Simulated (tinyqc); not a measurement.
Van der Pauw, Hall and four-point-probe measurements on a doped layer: correction factor against the shape of the sample.

A uniform n-type layer with sheet resistance Rs = 1/(q ns mu), point contacts, low field (mu B small).

Rs = 1/(q ns mu). For a rectangle with contacts at the corners, RA = (8 Rs/pi) sum_(k>=0) ln coth((2k + 1) pi a/(2 b)) with current along a short side b and voltage along the opposite one, RB the same with a and b exchanged. ar = a/b. F = Rs/[(pi/ln 2)(RA + RB)/2]; small-asymmetry estimate 1 - (ln 2/2) d^2 - ((ln 2)^2/4 - (ln 2)^3/12) d^4 with d = (RB - RA)/(RB + RA).

Values chosen for this exercise:
- ns = 9.6e12 cm^-2 (sheet density of the layer)
- mu = 460 cm^2/(V s) (drift mobility)

Constants: q = 1.602176634e-19 C. Results are converted to the units shown.

Results:
```
ar,RA (ohm),RB (ohm),RB/RA,F,estimate of F
1,311.8,311.8,1.000,1.000,1.000
1.14,200.6,460.0,2.293,0.9442,0.9444
1.29,125.1,636.8,5.089,0.8185,0.8249
1.43,80.58,813.4,10.09,0.6977,0.7254
1.57,51.90,997.3,19.22,0.5944,0.6577
1.71,33.43,1186,35.48,0.5114,0.6167
2,13.44,1586,118.0,0.3899,0.5787
```

Estimate the missing row, ar = 1.86.

Computed row:
```
ar,RA (ohm),RB (ohm),RB/RA,F,estimate of F
1.86,20.87,1392,66.70,0.4415,0.5917
```

With this row back in the table: RB/RA rises from 1.00 to 118 and F falls from 1.00 to 0.390. The estimate is 0.78 % above F at a/b = 1.29 and 48 % above it in the last row. RA shrinks about as exp(-pi a/b): by a factor of 1.55 between the last two rows, against 1.55.

tinyqc, about 0.01 s, one thread, Intel Xeon 2.30GHz (shared host): `OMP_NUM_THREADS=1 python tinyqc.py 2850149 2850150 out.jsonl`
